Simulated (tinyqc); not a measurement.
Configuration-coordinate model of carrier capture at a defect, step by step. Values are carried at full precision from step to step, so a last printed digit may differ when a step is redone from the rounded ones.

Two parabolas of equal curvature k in one coordinate Q: with the carrier free at the band edge, U_f = k Q^2/2; with the carrier trapped, U_t = k (Q - dQ)^2/2 - ET. ER = k dQ^2/2, Huang-Rhys factor S = ER/hw, hw = 0.0646541 sqrt(k/M) eV for k in eV/angstrom^2 and M in u. The curves cross at a height Eb = (ER - ET)^2/(4 ER) above the free minimum.

Constants: kB = 8.617333262e-05 eV/K.

Values chosen for the exercise (of the size met at an oxide trap near a Si / SiO2 interface; shifted at random, so the results belong to these values and not to a real crystal):
- ET = 0.43 eV (thermal depth of the level below the band edge)
- ER = 0.63 eV (relaxation energy)
- hw = 0.039 eV (phonon energy of the mode)
- M = 40 u (mass of the mode)
- T = 200 K (temperature)
- nu = 1e+12 1/s (attempt rate)

## The two parabolas

Form S, k, dQ, the crossing point Qc = (ER - ET)/(k dQ), Eb, and the emission barrier Eb + ET.

S = 16.154
k = 14.5545 eV/angstrom^2
dQ = 0.2942 angstrom
Qc = 0.0467 angstrom

barriers (eV): capture 0.0159, emission 0.4459

ER > ET: the crossing lies between the two minima (large relaxation); at Q = 0 the trapped level lies above the band edge.

## Optical transitions

Vertical ionisation from the trapped minimum costs ET + ER; vertical capture from the free minimum releases ET - ER (none if negative); the band has a standard deviation sqrt(S hw^2 coth(hw/2kT)) with S = ER/hw, and a full width 2.35482 times that.

energies (eV): ionisation peak 1.060, zero-phonon 0.430, emission peak -0.200

coth(hw/2kT) = 1.2323
standard deviation = 0.1740 eV
full width = 0.4097 eV

Vertical capture would need energy: there is no luminescence peak (at most a tail of the broadened line), and a carrier freed by light must cross the barrier Eb to return, here only 0.016 eV. The optical peak exceeds the thermal depth by a factor 2.47.

## The multiphonon factor

Multiphonon factor for giving p = ET/hw phonons to the lattice: W = exp(-S (2 nb + 1)) ((nb + 1)/nb)^(p/2) I_p(x), nb = 1/(exp(hw/kT) - 1), x = 2 S sqrt(nb (nb + 1)), I_p the modified Bessel function. Classical limit: W = hw exp(-Eb/kT)/sqrt(4 pi ER kT). At T = 0: exp(-S) S^p/Gamma(p + 1).

Form p, nb, x and ln W, the classical ln W, and the capture time 1/(nu W).

p, nb, x: 11.0256  0.1161  11.6317

ln W: quantum -3.015, classical -3.169

capture time = 2.04e-11 s

The quantum factor is 1.17 times the classical one at kT/hw = 0.44: the classical form serves within a factor of e.

## Emission by detailed balance

For equal degeneracies and one band-edge state, emission time = capture time x exp(ET/kT).

ET/kT = 24.950
log10 of the emission time in s = 0.14

## Checks

- Ln W for the nearest whole p against the double Poisson sum over emitted and absorbed phonons: both -3.02168.

Program tinyqc; command `OMP_NUM_THREADS=1 python tinyqc.py 1451557 1451558 out.jsonl`; about 0.01 s on one thread of a shared Intel(R) Xeon(R) Processor @ 2.30GHz.
